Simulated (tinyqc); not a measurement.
Surface photovoltage measurement of the minority-carrier diffusion length in a wafer: one step, computed by the program tinyqc. Command: `OMP_NUM_THREADS=1 python tinyqc.py 3130162 3130163 out.jsonl spv walk`. One thread of a shared host (Intel(R) Xeon(R) Processor @ 2.30GHz), about 0.01 s of CPU time with the checks.

Low injection, steady light, a depletion layer much thinner than 1/alpha and L. The excess density dn is taken at the front edge of the neutral region; light that reaches the back is lost.

Task: The linear plot. alpha = (84.732/lambda - 76.417)^2 per cm with lambda in micrometre (an empirical fit for silicon between 0.7 and 1.05 micrometre). Thick wafer: dn = Phi L/((S_f + D/L)(L + 1/alpha)). Finite wafer, with s = S_b L/D, w = W/L, a = alpha L: dn = [Phi a/(a^2 - 1)] [a - B - exp(-alpha W)(a - s)/(cosh w + s sinh w)]/(S_f + B D/L), B = (sinh w + s cosh w)/(cosh w + s sinh w). Readings y = (Phi/dn) (1 + noise x g) at 780, 830, 880, 920, 950, 975 and 995 nm; a least-squares line y = c (1/alpha + L_app) gives L_app = intercept/slope.

Inputs (values chosen for the exercise, modelled on p-type silicon at room temperature):

| quantity | value | unit |
|---|---|---|
| diffusion length L | 46 | micrometre |
| wafer thickness W | 525 | micrometre |
| diffusivity D | 31.8 | cm^2/s |
| front recombination velocity S_f | 15000 | cm/s |
| back recombination velocity S_b | 2700 | cm/s |
| photon flux entering | 6.4e+13 | 1/(cm^2 s) |
| relative noise of each reading | 0.2 | % |

normal deviates g for the noise: 0.10  0.40  -0.64  -0.56  0.21  2.15  1.41

Give: the table «Readings» with the columns 1/alpha (micrometre), y (cm/s), line (cm/s), for lambda (nm) = 780, 830, 880, 920, 950, 975, 995; slope; apparent length L_app; error of L_app (rounded to 0.001).

Result:

Readings:

| lambda (nm) | 1/alpha (micrometre) | y (cm/s) | line (cm/s) |
|---|---|---|---|
| 780 | 9.6 | 26509 | 26461 |
| 830 | 15.2 | 29166 | 29114 |
| 880 | 25.3 | 33936 | 33977 |
| 920 | 40.7 | 41235 | 41317 |
| 950 | 61.3 | 51126 | 51192 |
| 975 | 90.9 | 65504 | 65386 |
| 995 | 130.9 | 84502 | 84528 |

slope = 478.9 cm/(s micrometre)

apparent length L_app = 45.62 micrometre

error of L_app (rounded to 0.001) = -0.829 %

At W/L = 11.4 the finite thickness shifts L_app by less than 0.05 %. S_f scales all readings alike and leaves L_app unchanged.
